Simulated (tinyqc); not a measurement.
## Voltage drop against the pad pitch

A grid of 25 by 25 nodes with segments Rx (rows) and Ry (columns); every node draws I1 and the central node kh I1; pads with resistance Rp sit at the nodes whose row and column are multiples of the pitch, counting from 0. The drops u = Vdd - V follow from G u = i, with G the conductance matrix and i the load currents, solved directly.

Parameters, values chosen for the exercise: supply voltage Vdd = 0.9 V; resistance of a horizontal segment Rx = 0.1 ohm; resistance of a vertical segment Ry = 0.14 ohm; resistance from a pad node to the supply Rp = 0.053 ohm; factor on the load at the hot node kh = 5; load current of a node in the large grid I1 = 0.54 mA.

Voltage drop against the pad pitch:
columns A: pitch (nodes); B: pads; C: worst drop (mV); D: mean drop (mV); E: largest drop at a pad (mV); F: largest pad current (mA); G: worst drop over Vdd (%)
```
A     B        C        D        E      F         G
1   625  0.07504  0.02880  0.07504  1.416  0.008338
2   169   0.1943   0.1460   0.1702  3.212   0.02159
3    81   0.4376   0.3483   0.3161  5.963   0.04862
4    49   0.7924   0.6350   0.5093  9.609   0.08805
6    25    1.756    1.444    1.005  18.97    0.1951
8    16    3.218    2.547    1.510  28.49    0.3575
12    9    6.129    5.455    3.058  57.70    0.6810
24    4    21.32    18.89    4.500  84.92     2.369
```

The worst drop goes from 0.0750 to 21.3 mV while the number of pads falls from 625 to 4; between the last two rows it goes as pitch^(1.80). The largest drop at a pad is 100 % of the worst drop in the first row and 21.1 % in the last; the rest falls along the wires.

Program tinyqc, `OMP_NUM_THREADS=1 python tinyqc.py 2770175 2770176 out.jsonl`; Intel Xeon 2.30GHz, shared host, one thread, about 0.2 s.
